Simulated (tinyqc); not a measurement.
# Effect of the position of a charge sheet

One sheet of 1.7e11 cm^-2 lies at the depth x from the gate; it shifts Vfb by -(q/eps0) Q s, with s = x/e2 in layer 2 and t2/e2 + (x - t2)/e1 in layer 1, and it induces the share s/(t1/e1 + t2/e2) of its image in the semiconductor.

Inputs (values chosen for the exercise):
```
symbol,value,unit,meaning
t1,1.7,nm,"thickness of layer 1, next to the semiconductor"
e1,7.31,,relative permittivity of layer 1
t2,4.3,nm,"thickness of layer 2, next to the gate"
e2,21.1,,relative permittivity of layer 2
```

Constants: q = 1.602176634e-19 C, eps0 = 8.8541878128e-14 F/cm where lengths are in cm. Results are converted to the units shown.

Effect of the position of a charge sheet:
```
x (nm)	shift (mV)	image in the semiconductor (%)
0	0	0
0.75	-1.093	8.146
1.5	-2.187	16.29
2.25	-3.280	24.44
3	-4.374	32.58
3.75	-5.467	40.73
4.5	-7.111	52.97
5.25	-10.27	76.49
6	-13.42	100.0
```

The shift grows from 0 at the gate to -13.4 mV at the semiconductor, by -1.46 mV/nm in layer 2 and -4.21 mV/nm in layer 1, the ratio of the permittivities. A sheet between the layers has 46.7 % of its full effect.

Program tinyqc, `OMP_NUM_THREADS=1 python tinyqc.py 2010009 2010010 out.jsonl`; Intel Xeon 2.30GHz, shared host, one thread, about 0.01 s.
